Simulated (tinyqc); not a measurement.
Charge-trap memory cell: two steps of the calculation.

Channel, tunnel oxide, storage layer, blocking layer, gate. N electrons per area sit in a sheet at the centroid and shift the threshold by U = (q/eps0) N (tb/eb + xc tn/en). EOT = t1 + 3.9 (tn/en + tb/eb); tunnel field F = (Vg - U)/EOT; dN/dt = eta (J/q)(1 - N/Nm). Fowler-Nordheim: J = A F^2 exp(-B/F), A = q^2/(16 pi^2 hbar mo phi) (times 1e14 for A/cm^2 with F in V/nm, emitter mass m0), B = (4/3) sqrt(mo/C) phi^1.5, C = hbar^2/(2 m0).

Parameters, values chosen for the exercise; oxide values close to those of silicon dioxide, storage layer close to silicon nitride, blocking layer close to aluminium oxide:
- phi = 3.1 eV (tunnel barrier)
- mo = 0.44 m0 (tunnelling mass)
- t1 = 5.2 nm (tunnel oxide (permittivity 3.9))
- tn = 6.7 nm (storage layer)
- en = 7.3 (its relative permittivity)
- tb = 13.9 nm (blocking layer)
- eb = 9 (its relative permittivity)
- xc = 0.62 (charge centroid, share of tn counted from the blocking side)
- eta = 0.65 (capture efficiency of an empty layer)
- Nm = 1.3e13 cm^-2 (trap density)
- T = 398 K (storage temperature)
- E1 = 0.98 eV (shallowest trap depth)
- E2 = 2.15 eV (deepest trap depth)
- nu = 1e13 1/s (attempt frequency)
- Vg = 18.8 V (gate voltage less flat band and surface potential)
- d0 = 1e-7 s (first time step)
- gr = 1.4 (growth of the step)
- n = 8 (steps)

Constants: q = 1.602176634e-19 C, kB = 1.380649e-23 J/K, hbar = 1.054571817e-34 J s, m0 = 9.1093837015e-31 kg, Vt = kB T/q, eps0 = 8.8541878128e-14 F/cm where lengths are in cm, hbar^2/(2 m0) = 0.0380998212 eV nm^2. Results are converted to the units shown.

Problem 1. Midpoint steps of growing length. N(half) = N + (d/2) r(N), N(new) = N + d r(N(half)), r = dN/dt; the step starts at d0 and is multiplied by gr each time. Field in the blocking layer (3.9 F + q N/eps0)/eb.

Find: t; N; U; F; blocking field.

Solution 1.

```
step	t (s)	N (cm^-2)	U (V)	F (V/nm)	blocking field (V/nm)
0	0	0	0.0000	1.2700	0.55035
1	1.0000e-7	2.4158e11	0.0924	1.2638	0.55250
2	2.4000e-7	5.3519e11	0.2047	1.2562	0.55512
3	4.3600e-7	8.8143e11	0.3371	1.2473	0.55820
4	7.1040e-7	1.2774e12	0.4885	1.2370	0.56173
5	1.0946e-6	1.7169e12	0.6566	1.2257	0.56565
6	1.6324e-6	2.1919e12	0.8383	1.2134	0.56988
7	2.3853e-6	2.6933e12	1.0300	1.2004	0.57435
8	3.4395e-6	3.2124e12	1.2286	1.1870	0.57897
```

Problem 2. Retention after ten years. Retention: filled traps are spread evenly in depth from E1 to E2, and each empties at the rate nu exp(-E/kB T). The share left is the mean of exp(-nu t exp(-E/kB T)) = [kB T/(E2 - E1)] [E1x(nu t exp(-E2/kB T)) - E1x(nu t exp(-E1/kB T))], E1x the exponential integral; traps shallower than about Ed = kB T ln(nu t) are empty. t = 3.15576e8 s.

Wanted: Ed; share left; loss a decade while Ed lies between E1 and E2, kB T ln 10/(E2 - E1).

Solution 2.

Ed = 1.6978 eV
share left = 0.36956
loss a decade while Ed lies between E1 and E2, kB T ln 10/(E2 - E1) = 0.067497

Range of the model: The Fowler-Nordheim form needs F t1 above phi; trap-assisted paths and leakage through the blocking layer are left out.

tinyqc, about 0.06 s, one thread, Intel Xeon 2.30GHz (shared host): `OMP_NUM_THREADS=1 python tinyqc.py 2130153 2130154 out.jsonl`
